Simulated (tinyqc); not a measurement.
Energy and delay of logic against supply voltage: one step of the calculation.

One expression serves below and above threshold: I(Vg) = Ik [ln(1 + exp((Vg - VT + dd V)/(al nf Vt)))]^al, with I_on = I(V) and I_off = I(0). Gate delay td = kd C V/I_on, clock period LD td. Per gate and cycle the switching energy is act C V^2 and the leakage energy I_off V LD td. No short-circuit current, no variation. Minima are sought above 0.09 V; below a few Vt gates no longer switch and the model has no meaning.

Question. Currents, delay and energies. I_on, I_off, td, clock frequency 1/(LD td), both energies and their sum.

Parameters, values chosen for the exercise; values of the order met in logic technologies:
- T = 300 K (temperature)
- VT = 0.27 V (threshold voltage at zero drain bias)
- nf = 1.25 (slope factor)
- dd = 0.06 (barrier lowering per volt of supply)
- Ik = 1.2 uA (specific current of a gate)
- al = 1.84 (exponent of the current law)
- C = 2.9 fF (load capacitance of a gate)
- kd = 0.6 (delay factor)
- LD = 30 (logic depth)
- act = 0.1 (activity factor)
- V = 0.5 V (supply voltage)

Constants: q = 1.602176634e-19 C, kB = 1.380649e-23 J/K, Vt = kB T/q. Results are converted to the units shown.

Find: I_on; I_off; td; clock frequency; switching energy; leakage energy; energy.

Answer.

I_on = 18.22 uA
I_off = 0.7026 nA
td = 47.76 ps
clock frequency = 0.6979 GHz
switching energy = 72.50 aJ
leakage energy = 0.5034 aJ
energy = 73.00 aJ

I_on/I_off = 25900; leakage makes up 0.689 % of the energy.

Numbers from tinyqc (`OMP_NUM_THREADS=1 python tinyqc.py 2082062 2082063 out.jsonl`; about 0.01 s on one thread of a shared Intel Xeon 2.30GHz).
